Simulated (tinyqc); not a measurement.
On-chip interconnect, size-dependent resistivity and RC delay: one step of the calculation.

A rectangular line between two neighbours and two ground planes. Surface and grain-boundary scattering are added to the bulk resistivity as corrections; capacitances are parallel-plate values without fringing; inductance is ignored.

Question. Ladder and Elmore delays. 7 equal pi sections: series Rs = r Lw/7; node capacitances c Lw/7, halved at nodes 0 and 7, with Cl added to node 7; Rd feeds node 0. Elmore delay of node k: the sum, over the resistors on the path to k, of resistance times all capacitance downstream of it.

Values chosen for this exercise; metal values close to those of copper:
```
symbol,value,unit,meaning
Lw,200,um,line length
Rd,3500,ohm,driver resistance
Cl,1.4,fF,load capacitance
```

r = 2292.4454 ohm/um
c = 0.031211012 fF/um

Wanted: Rs; C; Elmore delay.

Answer.

Rs = 65498 ohm

```
node   C (fF)  Elmore delay (ps)
0     0.44587             26.748
1     0.89174             498.10
2     0.89174             911.04
3     0.89174             1265.6
4     0.89174             1561.7
5     0.89174             1799.4
6     0.89174             1978.7
7      1.8459             2099.6
```

The far-end value equals Rd (c Lw + Cl) + r Lw (c Lw/2 + Cl) for any number of pi sections; the line resistance contributes 98.7 % of it.

Range of the model: The metal width is under the mean free path, where the thick-limit surface term and the simple sum of corrections lose accuracy.

Program tinyqc, `OMP_NUM_THREADS=1 python tinyqc.py 2100099 2100100 out.jsonl`; Intel Xeon 2.30GHz, shared host, one thread, about 0.01 s.
